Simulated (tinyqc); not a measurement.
Inside a calculation. Method: plane-wave Kohn-Sham cycle with exchange-only LDA in a layered model solid. Computed by tinyqc, a small Python program that keeps every step. Settings: points = 16, plane-wave index or count = 3, electrons = 2, k points = 2, area = 9.0, mixing = 0.3, iteration cap = 58, Pulay depth = 5. Command: `OMP_NUM_THREADS=1 python tinyqc.py 24187 24188 out.jsonl` (the two numbers bound the seeds that draw the settings). One thread of a shared host (Intel(R) Xeon(R) Processor @ 2.60GHz), about 0.01 s of CPU time with the checks. Later iterations appear only in the table of the cycle.

## Iteration 1: potential

A solid whose potential varies along x alone (atomic units):
```
parameter                      value
period a                    6.000000
cross-section of the cell   9.000000
electrons per cell                 2
grid points                       16
plane waves -n..n, n               3
k points                           2
V1 in V1 cos(2 pi x/a)     -0.740000
```

density at the start, on the grid x_j = j a/N (e/bohr^3): 0.0370370  0.0370370  0.0370370  0.0370370  0.0370370  0.0370370  0.0370370  0.0370370  0.0370370  0.0370370  0.0370370  0.0370370  0.0370370  0.0370370  0.0370370  0.0370370

V_H(G) = 4 pi rho(G)/G^2 for G != 0 (uniform background); v_x = -(3 rho/pi)^(1/3); V = V_ext + V_H + v_x; Fourier components f(G_m) = (1/N) sum_j f(x_j) exp(-i G_m x_j).

Potentials on the grid (hartree):
```
x           V_ext      V_H       v_x         V
0.00000  -0.74000  0.00000  -0.32825  -1.06825
0.37500  -0.68367  0.00000  -0.32825  -1.01192
0.75000  -0.52326  0.00000  -0.32825  -0.85151
1.12500  -0.28319  0.00000  -0.32825  -0.61143
1.50000         0  0.00000  -0.32825  -0.32825
1.87500   0.28319  0.00000  -0.32825  -0.04506
2.25000   0.52326  0.00000  -0.32825   0.19501
2.62500   0.68367  0.00000  -0.32825   0.35542
3.00000   0.74000  0.00000  -0.32825   0.41175
3.37500   0.68367  0.00000  -0.32825   0.35542
3.75000   0.52326  0.00000  -0.32825   0.19501
4.12500   0.28319  0.00000  -0.32825  -0.04506
4.50000         0  0.00000  -0.32825  -0.32825
4.87500  -0.28319  0.00000  -0.32825  -0.61143
5.25000  -0.52326  0.00000  -0.32825  -0.85151
5.62500  -0.68367  0.00000  -0.32825  -1.01192
```

V(G_m), m = 0, 1, 2, ... (hartree): -0.32825  -0.37000  0.00000  0.00000  0.00000  0.00000  0.00000

## Iteration 1: Hamiltonian at one k

k = 0.25000 2 pi / a

H(m,m') = (k + G_m)^2/2 delta + V(G_m - G_m'), with V(-G) = V(G).

H (hartree):
```
          -3        -2        -1        +0        +1        +2        +3
-3   3.81836  -0.37000   0.00000   0.00000   0.00000   0.00000   0.00000
-2  -0.37000   1.35096  -0.37000   0.00000   0.00000   0.00000   0.00000
-1   0.00000  -0.37000  -0.01982  -0.37000   0.00000   0.00000   0.00000
+0   0.00000   0.00000  -0.37000  -0.29398  -0.37000   0.00000   0.00000
+1   0.00000   0.00000   0.00000  -0.37000   0.52849  -0.37000   0.00000
+2   0.00000   0.00000   0.00000   0.00000  -0.37000   2.44758  -0.37000
+3   0.00000   0.00000   0.00000   0.00000   0.00000  -0.37000   5.46329
```

## Iteration 1: levels at that k

Diagonalise the Hermitian matrix.

eigenvalues (hartree): -0.65571  0.06632  0.63100  1.39740  2.47402  3.87340  5.50842

## Iteration 1: new density

Motion across x is left out: the lowest 1 band(s) hold two electrons at each of the k points (j + 1/2)/nk - 1/2. Residual R = rho(out) - rho(in); rho(new) = rho(in) + 0.3 R. rho(out) = 2/(a A nk) sum |psi|^2 with psi = sum c exp(i G x). Harris energy E = band energy - dV sum rho (V_H/2 + v_x) + (3/4) dV sum rho v_x with rho(in), dV = a A/N, band energy = (2/nk) sum of the filled levels.

rho(out) (e/bohr^3): 0.1107098  0.0986768  0.0701748  0.0403780  0.0192863  0.0079473  0.0029818  0.0011461  0.0007006  0.0011461  0.0029818  0.0079473  0.0192863  0.0403780  0.0701748  0.0986768

density after iteration 1 (e/bohr^3): 0.0591389  0.0555290  0.0469784  0.0380393  0.0317118  0.0283101  0.0268205  0.0262698  0.0261361  0.0262698  0.0268205  0.0283101  0.0317118  0.0380393  0.0469784  0.0555290

energy per cell = -1.1472892 hartree

## Iteration 2: potential

As before.

Potentials on the grid (hartree):
```
x           V_ext       V_H       v_x         V
0.00000  -0.74000   0.19338  -0.38366  -0.93028
0.37500  -0.68367   0.17441  -0.37569  -0.88495
0.75000  -0.52326   0.12350  -0.35532  -0.75508
1.12500  -0.28319   0.05506  -0.33118  -0.55931
1.50000         0  -0.01555  -0.31170  -0.32725
1.87500   0.28319  -0.07719  -0.30013  -0.09413
2.25000   0.52326  -0.12369  -0.29477   0.10480
2.62500   0.68367  -0.15228  -0.29274   0.23866
3.00000   0.74000  -0.16189  -0.29224   0.28587
3.37500   0.68367  -0.15228  -0.29274   0.23866
3.75000   0.52326  -0.12369  -0.29477   0.10480
4.12500   0.28319  -0.07719  -0.30013  -0.09413
4.50000         0  -0.01555  -0.31170  -0.32725
4.87500  -0.28319   0.05506  -0.33118  -0.55931
5.25000  -0.52326   0.12350  -0.35532  -0.75508
5.62500  -0.68367   0.17441  -0.37569  -0.88495
```

V(G_m), m = 0, 1, 2, ... (hartree): -0.32493  -0.30402  0.00126  -0.00003  0.00010  0.00002  0.00000

## Iteration 2: Hamiltonian at one k

k = 0.25000 2 pi / a

As before.

H (hartree):
```
          -3        -2        -1        +0        +1        +2        +3
-3   3.82167  -0.30402   0.00126  -0.00003   0.00010   0.00002   0.00000
-2  -0.30402   1.35427  -0.30402   0.00126  -0.00003   0.00010   0.00002
-1   0.00126  -0.30402  -0.01651  -0.30402   0.00126  -0.00003   0.00010
+0  -0.00003   0.00126  -0.30402  -0.29066  -0.30402   0.00126  -0.00003
+1   0.00010  -0.00003   0.00126  -0.30402   0.53180  -0.30402   0.00126
+2   0.00002   0.00010  -0.00003   0.00126  -0.30402   2.45089  -0.30402
+3   0.00000   0.00002   0.00010  -0.00003   0.00126  -0.30402   5.46660
```

## Iteration 2: levels at that k

As before.

eigenvalues (hartree): -0.56264  0.06899  0.60177  1.38520  2.46864  3.85896  5.49715

## Iteration 2: new density

B (overlaps of the stored error matrices):
```
               1              2
1  2.3783917e-02  1.5173181e-02
2  1.5173181e-02  9.7118341e-03
```

Motion across x is left out: the lowest 1 band(s) hold two electrons at each of the k points (j + 1/2)/nk - 1/2. Residual R = rho(out) - rho(in); rho(new) = rho(in) + 0.3 R; Pulay mixing then takes sum c_i of the stored mixed densities, with c from B_ij = sum R_i R_j as in DIIS. rho(out) = 2/(a A nk) sum |psi|^2 with psi = sum c exp(i G x). Harris energy E = band energy - dV sum rho (V_H/2 + v_x) + (3/4) dV sum rho v_x with rho(in), dV = a A/N, band energy = (2/nk) sum of the filled levels.

rho(out) (e/bohr^3): 0.1041331  0.0939628  0.0693179  0.0423528  0.0219346  0.0099728  0.0042022  0.0018597  0.0012537  0.0018597  0.0042022  0.0099728  0.0219346  0.0423528  0.0693179  0.0939628

DIIS coefficients: -1.73410  2.73410

density after iteration 2 (e/bohr^3): 0.0960444  0.0870535  0.0653019  0.0415774  0.0236923  0.0132693  0.0082683  0.0062479  0.0057268  0.0062479  0.0082683  0.0132693  0.0236923  0.0415774  0.0653019  0.0870535

energy per cell = -0.9954769 hartree

## Convergence

Stop when sqrt(dV sum R^2) is below 1e-8, dV = a A/N.

Course of the cycle:
```
iteration  E (hartree)  norm of the residual
1           -1.1472892              2.83e-01
2           -0.9954769              1.81e-01
3           -0.8946307              2.69e-02
4           -0.8996970              4.58e-02
5           -0.8945418              5.64e-04
6           -0.8945583              2.92e-03
7           -0.8945413              1.68e-05
8           -0.8945413              4.93e-07
9           -0.8945413              1.02e-07
10          -0.8945413              7.30e-12
```

Converged in 10 iterations. Before convergence this energy mixes input and output and is not variational, so it may rise towards its limit.
